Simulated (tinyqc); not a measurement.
Five forms on the same table: equation-of-state fits to an energy-volume table made by a known binding curve. Computed by tinyqc, a small Python program. Command: `OMP_NUM_THREADS=1 python tinyqc.py 3024631 3024632 out.jsonl eosfit walk`. One thread of a shared host (Intel(R) Xeon(R) Processor @ 2.30GHz), about 0.02 s of CPU time with the checks.

With x = (V/V_0)^(1/3), the energy per atom is E = D [m x^-n - n x^-m]/(n - m), so that B0 = D n m/(9 V_0) and B' = (n + m + 6)/3. B' = dB/dP at P = 0.

Inputs (values chosen for the exercise, for a model crystal):
```
quantity,value,unit
cohesive energy D,1.46,eV/atom
true volume V_0,10.9,angstrom^3/atom
repulsive exponent n,7,-
attractive exponent m,2,-
half-width of the volume window w,0.04,-
shift of the window centre s,-0.028,-
points N,7,-
compression V/V_0 for the pressure test,0.8,-
```

Binding curve: Mie. Noise: none.

Constants: 1 eV/angstrom^3 = 160.2176634 GPa.

Method:
- B0 and B' from the formulas above; P = -dE/dV at V = c V_0 (c the compression chosen), from the curve itself.
- Table: V_j = V_0 [1 + s + w (2 j/(N - 1) - 1)], j = 0..N-1, rounded to 0.001; E_j from the curve, rounded to 1e-7 eV.
- Murnaghan: E = E0 + (B0 V/B') [(V0/V)^B'/(B' - 1) + 1] - B0 V0/(B' - 1), P = (B0/B') [(V0/V)^B' - 1].
- Birch-Murnaghan: E = E0 + (9 V0 B0/16) [y^3 B' + y^2 (2 - 4 y)], y = (V0/V)^(2/3) - 1; P = (3 B0/2) (x^7 - x^5) [1 + (3/4)(B' - 4)(x^2 - 1)], x = (V0/V)^(1/3).
- Vinet: E = E0 + (9 B0 V0/h^2) {1 + [h (1 - x) - 1] exp(h (1 - x))}, P = 3 B0 (1 - x) x^-2 exp(h (1 - x)), x = (V/V0)^(1/3), h = (3/2)(B' - 1).
- All are least-squares fits to the energies; for polynomials in V, B0 = V E'' and B' = -1 - V E'''/E'' at the minimum.

exact B0 = 33.3828 GPa

exact B' = 5

exact pressure at c V_0 = 13.0883 GPa

Table:
```
V (angstrom^3),E (eV)
10.159,-1.4539574
10.304,-1.4562004
10.449,-1.4578844
10.595,-1.4590589
10.740,-1.4597480
10.885,-1.4599978
11.031,-1.4598399
```

Fitted values:
```
form,V0 (angstrom^3),B0 (GPa),B',P at c V_0 (GPa)
exact,10.900,33.383,5.0000,13.088
parabola in V,10.888,39.658,-1.0000,-
cubic in V,10.900,33.019,6.2388,-
Murnaghan,10.900,33.428,4.8504,13.450
Birch-Murnaghan,10.900,33.376,5.0136,13.068
Vinet,10.900,33.353,5.0829,12.910
```

What does the comparison show, and why?

In B0 the Birch-Murnaghan form comes closest (-0.02 %) and the parabola in V form misses most (+18.80 %). A parabola in V has no third derivative, so its B' is -1 by construction. At c V_0, beyond the window, the pressure errors are Murnaghan +2.8 %, Birch-Murnaghan -0.2 %, Vinet -1.4 %; Murnaghan keeps B linear in P and so runs too stiff under compression.

Extremes, crossings and ranges named in words are read from the listed rows.
